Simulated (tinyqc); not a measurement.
# Metal-interlayer-semiconductor contact, depinning against tunnelling resistance: two studies

Zero bias, n-type semiconductor. Gap states at the semiconductor surface thin out as exp(-be ti), which unpins the barrier; electrons must then cross the interlayer (a rectangular barrier, no voltage drop across it) and the parabolic depleted layer, both by WKB. Energies E are counted from the Fermi level; no image force, parabolic bands.

Parameters, values chosen for the exercise; semiconductor values close to those of In0.53Ga0.47As; interlayer mass of the order of that in strontium titanate, offset chosen freely:

| symbol | value | unit | meaning |
|---|---|---|---|
| T | 300 | K | temperature |
| Eg | 0.711 | eV | band gap |
| eps_r | 13.6 |  | relative permittivity |
| chi | 4.55 | eV | electron affinity |
| Nc | 2.1e17 | cm^-3 | conduction-band density of states at T |
| mt | 0.0426 | m0 | tunnelling mass in the semiconductor |
| mA | 0.0398 | m0 | Richardson mass |
| Nd | 9.7e17 | cm^-3 | donor density |
| E0 | 0.52 | eV | charge-neutrality level above the valence band |
| S0 | 0.15 |  | pinning factor without interlayer |
| phiM | 4.55 | eV | metal work function |
| ti | 1.4 | nm | interlayer thickness |
| dE | 0.18 | eV | conduction-band offset of the interlayer above the semiconductor |
| mi | 0.61 | m0 | tunnelling mass in the interlayer |
| be | 5.6 | 1/nm | decay constant of gap states through the interlayer |

Constants: q = 1.602176634e-19 C, kB = 1.380649e-23 J/K, eps0 = 8.8541878128e-12 F/m, hbar = 1.054571817e-34 J s, h = 6.62607015e-34 J s, m0 = 9.1093837015e-31 kg, Vt = kB T/q, hbar^2/(2 m0) = 0.0380998212 eV nm^2. Results are converted to the units shown.

Each table varies one quantity; the others keep the values above.

## Contact resistivity against the interlayer thickness

S = 1/(1 + (1/S0 - 1) exp(-be ti)); phiB = S (phiM - chi) + (1 - S)(Eg - E0); xi = Ec - EF deep inside, from Nd = Nc F(-xi/Vt), F(x) = (2/sqrt(pi)) int_0^infinity sqrt(u) du/(1 + exp(u - x)); band bending U = phiB - xi; E00 = (hbar/2) sqrt(Nd/(eps0 eps_r mt m0)) in volts; A = 4 pi q mA m0 kB^2/h^3. With U = phiB - xi: for xi < E < phiB, y = (E - xi)/U and G1 = (U/E00) [sqrt(1 - y) - y ln((1 + sqrt(1 - y))/sqrt(y))], G1 = 0 above phiB; G2 = 2 ti sqrt(mi max(phiB + dE - E, 0)/C), C = hbar^2/(2 m0); f = 1/(1 + exp(E/Vt)); 1/rho_c = (A T^2/Vt^2) times the integral of exp(-G1 - G2) f over E from xi upwards. Shares under 0.001 % are printed as 0; rows without band bending are left out.

The same in every row: E00/Vt = 0.929.

Results:
```
ti (nm)	S	phiB (eV)	rho_c (ohm cm^2)	rho_c with G2 = 0 (ohm cm^2)	peak of the integrand (eV)	share above phiB (%)
0	0.150	0.162	1.05e-6	1.05e-6	0.0522	3.27
0.3	0.486	0.0981	7.11e-7	2.22e-7	0.0356	10.4
0.6	0.836	0.0314	4.80e-7	5.77e-8	0.0122	32.9
0.9	0.965	0.00676	8.09e-7	3.91e-8	7.42e-4	51.2
1.5	0.999	2.43e-4	4.46e-6	3.57e-8	-8.57e-4	67.9
1.8	1.00	4.53e-5	9.83e-6	3.56e-8	-1.97e-4	75.9
2.1	1.00	8.45e-6	1.88e-5	3.56e-8	0.180	84.4
2.4	1.00	1.58e-6	2.99e-5	3.56e-8	0.180	91.5
```

Estimate the missing row, ti = 1.2 nm.

Computed row:
```
ti (nm)	S	phiB (eV)	rho_c (ohm cm^2)	rho_c with G2 = 0 (ohm cm^2)	peak of the integrand (eV)	share above phiB (%)
1.2	0.993	0.00130	1.88e-6	3.62e-8	-0.00134	60.4
```

With this row back in the table: As ti goes from 0 to 2.4, phiB falls from 0.162 to 1.58e-6 eV and rho_c goes from 1.05e-6 through a minimum of 4.80e-7 (at ti = 0.6 among the rows listed) to 2.99e-5 ohm cm^2. At ti = 0.6 nm rho_c is 2.19 times lower than without interlayer: up to there the falling barrier gains more than tunnelling through the layer costs, beyond it the layer dominates. The ratio of rho_c to its value with G2 = 0 runs from 1.00 to 840.

## Contact resistivity against the donor density

Same model as above.

The same in every row: S = 0.998; phiB (eV) = 4.25e-4.

Result of one run:
```
Nd (cm^-3)	E00/Vt	rho_c (ohm cm^2)	rho_c with G2 = 0 (ohm cm^2)	peak of the integrand (eV)	share above phiB (%)
4.9e18	2.09	2.43e-6	1.57e-8	-0.00810	47.2
```

What becomes of these results when the donor density Nd is changed from 4.9e18 to 1.3e19 cm^-3, all else the same?

Result of the changed run:
```
Nd (cm^-3)	E00/Vt	rho_c (ohm cm^2)	rho_c with G2 = 0 (ohm cm^2)	peak of the integrand (eV)	share above phiB (%)
1.3e19	3.40	2.06e-6	9.15e-9	-0.0128	40.1
```

The whole series:
```
Nd (cm^-3)	E00/Vt	rho_c (ohm cm^2)	rho_c with G2 = 0 (ohm cm^2)	peak of the integrand (eV)	share above phiB (%)
3e17	0.517	4.26e-6	6.00e-8	2.70e-4	82.8
7.6e17	0.823	3.53e-6	4.00e-8	-6.07e-4	68.6
1.9e18	1.30	2.93e-6	2.59e-8	-0.00329	57.0
4.9e18	2.09	2.43e-6	1.57e-8	-0.00810	47.2
1.3e19	3.40	2.06e-6	9.15e-9	-0.0128	40.1
```

As Nd goes from 3e17 to 1.3e19, phiB stays at 4.25e-4 eV and rho_c falls from 4.26e-6 to 2.06e-6 ohm cm^2. rho_c goes as Nd^(-0.20) between the first two rows and Nd^(-0.17) between the last two, while E00/Vt goes from 0.517 to 3.40 and the share above the barrier from 82.8 to 40.1 %. The ratio of rho_c to its value with G2 = 0 runs from 70.9 to 225. For Nd = 4.9e18, 1.3e19 the Fermi level lies deep in the band, where non-parabolicity matters.

Numbers from tinyqc (`OMP_NUM_THREADS=1 python tinyqc.py 2270091 2270092 out.jsonl`; about 0.02 s on one thread of a shared Intel Xeon 2.30GHz).
